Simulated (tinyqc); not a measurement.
Thin (001) film in sp3s* tight binding with raised dangling bonds, step by step. Values are carried at full precision from step to step, so a last printed digit may differ when a step is redone from the rounded ones.

sp3s* tight binding, nearest neighbours only: anion (a) at 0, cation (c) at a/4 (1,1,1), orbitals s, px, py, pz, s* on each; k in units of 2 pi/a. With phases e_j = exp(i (pi/2) k.n_j) for n = (1,1,1), (1,-1,-1), (-1,1,-1), (-1,-1,1): g0 = (e1+e2+e3+e4)/4, g1 = (e1+e2-e3-e4)/4, g2 = (e1-e2+e3-e4)/4, g3 = (e1-e2-e3+e4)/4. The diagonal holds the levels Esa, Epa, Exa (s*) and Esc, Epc, Exc. Anion-cation block: <sa|sc> = Vss g0; <sa|xc> = Vsapc g1; <xa|sc> = -Vscpa g1; <xa|xc> = Vxx g0; <xa|yc> = <ya|xc> = Vxy g3, <xa|zc> = <za|xc> = Vxy g2, <ya|zc> = <za|yc> = Vxy g1; <s*a|xc> = Vxapc g1; <xa|s*c> = -Vpaxc g1; y and z take g2 and g3 in place of g1; s-s* and s*-s* vanish.

Values chosen for the exercise (out of a larger set: near a published set for AlAs, fitted to gaps, whose masses and valley positions are rough; not measured data): p = (-7.464, 0.976, -1.149, 3.624, 7.4, 6.647, -6.676, 1.875, 4.253, 5.163, 5.515, 4.571, 4.937) eV (order Esa, Epa, Esc, Epc, Exa, Exc, Vss, Vxx, Vxy, Vsapc, Vscpa, Vxapc, Vpaxc); N = 4 (atomic planes in the small film); dl = 20 eV (shift of the dangling hybrids).

## Bulk edges along [001]

Gap at Gamma and minimum on (0,0,kz), kz from 0.5 to 1, from the bulk Ev. States at zero in-plane momentum come from this line alone.

edges (eV): Gamma 3.0739, Delta 2.2474

kz of the minimum = 0.8412 2 pi/a

## The two blocks of the small film

Planes alternate anion (a), cation (c) along [001], a/4 apart, starting with an anion; zero in-plane momentum; levels counted from the bulk Ev, the lower root of [[Epa, Vxx], [Vxx, Epc]]; no spin-orbit coupling. Block of s, pz, s*: from an anion to the cation above, Vss/2 (s,s), Vsapc/2 (s,z), -Vscpa/2 (z,s), Vxx/2 (z,z), Vxapc/2 (s*,z), -Vpaxc/2 (z,s*); to the cation below the same with the s-z and s*-z signs reversed. Block of u = (px + py)/sqrt2 and v = (px - py)/sqrt2: to the cation above (Vxx + Vxy)/2 for u and (Vxx - Vxy)/2 for v, to the cation below the reverse. Each surface atom has two dangling sp3 hybrids; raising both by dl adds (dl/2) [[1, t], [t, 1]] to its s, pz levels (t = -1 at the bottom face, +1 at the top) and dl to the one of u, v in whose plane the missing bonds lie (v for a bottom anion or a top cation, u for a top anion).

Fill them in.

s, pz, s* block (eV), lower triangle:
```
         sa1     za1    *a1     sc2     zc2    *c2     sa3     za3    *a3     sc4     zc4    *c4
sa1    2.531
za1  -10.000  10.971
*a1        0       0  7.395
sc2   -3.338  -2.757      0  -1.154
zc2    2.582   0.938  2.285       0   3.619
*c2        0  -2.469      0       0       0  6.642
sa3        0       0      0  -3.338  -2.582      0  -7.469
za3        0       0      0   2.757   0.938  2.469       0   0.971
*a3        0       0      0       0  -2.285      0       0       0  7.395
sc4        0       0      0       0       0      0  -3.338  -2.757      0   8.846
zc4        0       0      0       0       0      0   2.582   0.938  2.285  10.000  13.619
*c4        0       0      0       0       0      0       0  -2.469      0       0       0  6.642
```

u, v block (eV), lower triangle:
```
       ua1     va1     uc2    vc2    ua3     va3    uc4     vc4
ua1  0.971
va1      0  20.971
uc2  3.064       0   3.619
vc2      0  -1.189       0  3.619
ua3      0       0  -1.189      0  0.971
va3      0       0       0  3.064      0   0.971
uc4      0       0       0      0  3.064       0  3.619
vc4      0       0       0      0      0  -1.189      0  23.619
```

## Levels of the small film

Diagonalise both blocks.

levels of the s, pz, s* block (eV): -10.880  -7.713  -3.104  2.900  3.081  3.593  6.573  7.447  8.675  9.608  18.042  21.792

levels of the u, v block (eV): -1.649  -1.102  -0.557  5.148  5.546  6.240  21.055  23.683

No level lies between 0 and the bulk edge 2.247 eV; confinement has widened the gap at zero in-plane momentum to 3.457 eV.

## Checks

- Lowest conduction level of 201 planes, with the dangling hybrids shifted far away, against the bulk edge: 2.248 against 2.247.

(tinyqc, `OMP_NUM_THREADS=1 python tinyqc.py 1451265 1451266 out.jsonl`, Intel(R) Xeon(R) Processor @ 2.30GHz, 1 thread, shared host, about 0.4 s.)
